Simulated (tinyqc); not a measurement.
## Inverter chain driving a load

N inverters, each f = Hc^(1/N) times larger than the one before: delay tau N (f + pp). Switched capacitance in units of the first input, with output capacitance pp times the input: Hc + (1 + pp)(Hc - 1)/(f - 1).

Values chosen for this exercise:

| symbol | value | unit | meaning |
|---|---|---|---|
| Hc | 2100 |  | load over the input capacitance of the chain |
| pp | 1.5 |  | parasitic delay of an inverter |
| tau | 7 | ps | delay unit |

Inverter chain driving a load:
```
N	f	delay (ps)	switched capacitance
3	12.81	300.4	2544
4	6.769	231.5	3010
5	4.618	214.1	3550
6	3.579	213.3	4135
7	2.983	219.7	4747
8	2.602	229.7	5376
9	2.340	241.9	6017
10	2.149	255.4	6667
```

The delay goes from 300 through a minimum of 213 (at N = 6 among the rows listed) to 255 ps. The best stage effort solves pp + rho (1 - ln rho) = 0, rho = 3.97, which gives N = ln Hc/ln rho = 5.55. One stage fewer than the best costs 0.39 % in delay and saves 14 % of the switched capacitance.

Computed by the program tinyqc: `OMP_NUM_THREADS=1 python tinyqc.py 2082193 2082194 out.jsonl`, one thread of a shared Intel Xeon 2.30GHz, about 0.01 s for the whole run.
